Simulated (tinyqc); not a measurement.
Band bending at a free surface with a continuum of surface states, surface photovoltage and Kelvin probe: one step of the calculation.

n-type bulk, xi = Ec - EF = Vt ln(Nc/Nd), p0 = ni^2/Nd, ni = sqrt(Nc Nv) exp(-Eg/(2 Vt)), Eg in volts. b is the upward band bending, u = b/Vt. Space charge per area, in units of q: Qc = sign(b) sqrt((2 eps0 eps_r Vt/q) [(Nd + dn)(exp(-u) - 1) + Nd u + (p0 + dn)(exp(u) - 1)]), with dn the excess density under light (flat quasi-Fermi levels; 0 in the dark). The states hold -Ds (E0 - xi - b): negative while the Fermi level lies above the neutrality level. Neutrality: Qc + Qf + (charge of the states) = 0.

Problem. Work function and Kelvin-probe reading. Work function chi + xi + b; contact potential difference CPD = (work function of the sample) - pt. Depth of EF below Ec at the surface: xi + b. Depletion width Qc/Nd.

Inputs (values chosen for the exercise); band and dielectric values close to those of silicon:
- T = 300 K (temperature)
- Eg = 1.11 eV (band gap)
- eps_r = 11.9 (relative permittivity)
- Nc = 2.76e19 cm^-3 (conduction-band density of states at T)
- Nv = 2.67e19 cm^-3 (valence-band density of states at T)
- chi = 4.05 eV (electron affinity)
- Nd = 5.2e17 cm^-3 (donor density)
- pt = 4.6 eV (work function of the probe tip)
- E0 = 0.44 eV (depth of their neutrality level below the conduction edge)

Constants: q = 1.602176634e-19 C, kB = 1.380649e-23 J/K, Vt = kB T/q, eps0 = 8.8541878128e-14 F/cm where lengths are in cm. Results are converted to the units shown.

converged b = 0.14280748 V

Give: xi + b; Qc; Qc/Nd; work function; CPD.

Solution.

xi + b = 0.2455 eV
Qc = 8.948e11 cm^-2
Qc/Nd = 17.21 nm
work function = 4.295 eV
CPD = -304.5 mV

The Fermi level lies 195 meV above the neutrality level.

tinyqc, about 0.01 s, one thread, Intel Xeon 2.30GHz (shared host): `OMP_NUM_THREADS=1 python tinyqc.py 2430151 2430152 out.jsonl`
